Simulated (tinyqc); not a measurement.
Band gaps under pressure and temperature from deformation potentials, step by step. Values are carried at full precision from step to step, so a last printed digit may differ when a step is redone from the rounded ones.

Murnaghan: V/V0 = (1 + Bp P/B0)^(-1/Bp), B0 = (C11 + 2 C12)/3. Each gap moves by a ln(V/V0) with its volume potential a, and falls with temperature by aV T^2/(T + bV) (Varshni); the two effects are added. No change of phase is considered.

Values chosen for the exercise (near those of GaAs, the X and L potentials typical of such crystals; not measured data):
- C11 = 121 GPa
- C12 = 56.8 GPa
- Bp = 3.88 (pressure derivative of the bulk modulus)
- P = 2.5 GPa (pressure)
- Eg = 1.546 eV (gap at Gamma to the s-like level at 0 K, 0 GPa)
- EgX = 1.947 eV (gap to X at 0 K, 0 GPa)
- EgL = 1.81 eV (gap to L at 0 K, 0 GPa)
- aG = -8.37 eV (volume potential of the Gamma gap)
- aX = 1.27 eV (volume potential of the X gap)
- aL = -2.83 eV (volume potential of the L gap)
- aV = (0.517, 0.446, 0.626) meV/K (Varshni alpha of Gamma, X, L)
- bV = (192, 191, 209) K (Varshni beta of Gamma, X, L)
- T = 0 K (temperature)
- aT = 5.5 1e-6/K (linear thermal expansion near 300 K)

## Volume under pressure

Give B0, V/V0, ln(V/V0), the change of the lattice constant and the linear estimate -P/B0.

B0 = 78.20 GPa
V/V0 = 0.97031
ln(V/V0) = -0.03014
change of a = -1.000 %
-P/B0 = -0.03197

The stiffening under pressure makes the compression 5.7 % smaller than the linear estimate.

## Gaps at P and T

Give both shifts and the gaps.

pressure shifts (eV): Gamma 0.2522, X -0.0383, L 0.0853

temperature shifts (eV): Gamma 0.0000, X 0.0000, L 0.0000

gaps (eV): Gamma 1.7982, X 1.9087, L 1.8953

The lowest valley is Gamma (direct gap), 97 meV below L; at 0 K and 0 GPa it is Gamma.

## Pressure coefficients

Expand in P: E = E0 + c1 P + c2 P^2 with c1 = -a/B0 and c2 = a Bp/(2 B0^2).

c1 (meV/GPa): Gamma 107.03, X -16.24, L 36.19

c2 (meV/GPa^2): Gamma -2.655, X 0.403, L -0.898

Gamma and L rise under pressure and X falls, as the signs of the volume potentials say.

## Pressures at which the valleys cross

Two gaps meet at ln(V/V0) = -(E_i - E_j)/(a_i - a_j), with the gaps at T and P = 0; then P = (B0/Bp)(exp(-Bp ln(V/V0)) - 1). A dash marks expansion or a compression beyond ln(V/V0) = -0.3.

Crossings:
```
pair     E_i - E_j (eV)  ln(V/V0)  P (GPa)
Gamma-X         -0.4010   -0.0416     3.53
Gamma-L         -0.2640   -0.0477     4.09
L-X             -0.1370   -0.0334     2.79
```

The lowest valley changes at 3.53 GPa (Gamma to X).

## How much of dE/dT is thermal expansion

At 300 K: dE/dT = -aV T (T + 2 bV)/(T + bV)^2; expansion alone gives 3 aT a; the rest is electron-phonon coupling.

dE/dT (meV/K): Gamma -0.4383, X -0.3785, L -0.5205

from expansion (meV/K): Gamma -0.1381, X 0.0210, L -0.0467

remainder (meV/K): Gamma -0.3002, X -0.3995, L -0.4738

Expansion supplies 32 % of the slope at Gamma and 9 % at L; at X it works against the fall.

## Checks

- Slope of the Gamma gap at P = 0 by finite differences against c1 (meV/GPa): both 107.03.

Program tinyqc; command `OMP_NUM_THREADS=1 python tinyqc.py 1080660 1080661 out.jsonl`; about 0.01 s on one thread of a shared Intel(R) Xeon(R) Processor @ 2.30GHz.
